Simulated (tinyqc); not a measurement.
Levels of description: finite square well with mass mismatch (envelope functions).

A square well of width L and depth V0, mass mw inside and mb outside, energies from the bottom of the well, c = hbar^2/2m0. k = sqrt(mw E/c), kappa = sqrt(mb (V0 - E)/c). psi and psi'/m are continuous at the walls (BenDaniel-Duke), so level n solves k L + 2 atan[(k/mw)/(kappa/mb)] = n pi.

Non-parabolic bands: mw is replaced by mw (1 + alpha_w E) and mb by mb (1 - alpha_b (V0 - E)), in k, kappa and the matching condition alike.

Constants: hbar^2/2m0 = 3.80998211 eV angstrom^2.

Parameters, chosen for this exercise (near those of a non-polar GaN well in AlN; shifted at random, so the results belong to these values and not to a real crystal):
```
symbol   value  unit      meaning
L        47     angstrom  well width
V0       1.868  eV        barrier height
mw       0.197  m0        mass in the well
mb       0.309  m0        mass in the barrier
alpha_w  0.19   1/eV      non-parabolicity in the well
alpha_b  0.27   1/eV      non-parabolicity in the barrier
```

The same well five ways. mb = mw: the barrier takes the mass of the well. psi' continuous: kappa holds mb but the condition drops the masses, k L + 2 atan(k/kappa) = n pi. The last column is measured against BenDaniel-Duke.

Levels (eV):
```
model,E1,E2,E3,E1 - E1(BDD) (meV)
infinite walls,0.0864,0.3456,0.7777,23.4
mb = mw,0.0668,0.2658,0.5927,3.8
BenDaniel-Duke,0.0630,0.2520,0.5665,0.0
psi' continuous,0.0701,0.2783,0.6180,7.1
non-parabolic,0.0677,0.2594,0.5488,4.7
```

Hard walls put E1 23.4 meV too high. Ignoring the mass step moves it by +3.8 meV and the wrong matching by +7.1 meV: with mb/mw = 1.57, continuity of psi'/m lets the slope outside be 1.57 times the slope inside, which acts like a softer wall. Non-parabolicity shifts E1 by +4.7 meV, the balance of a heavier mass in the well, which lowers it, and a lighter mass deep in the barrier, which hardens the wall. Among the finite wells the largest departure in E1 is that of the model 'psi' continuous'.

Run: tinyqc, `OMP_NUM_THREADS=1 python tinyqc.py 1251597 1251598 out.jsonl`; Intel(R) Xeon(R) Processor @ 2.30GHz, one thread, shared host; about 0.01 s of CPU time with all checks.
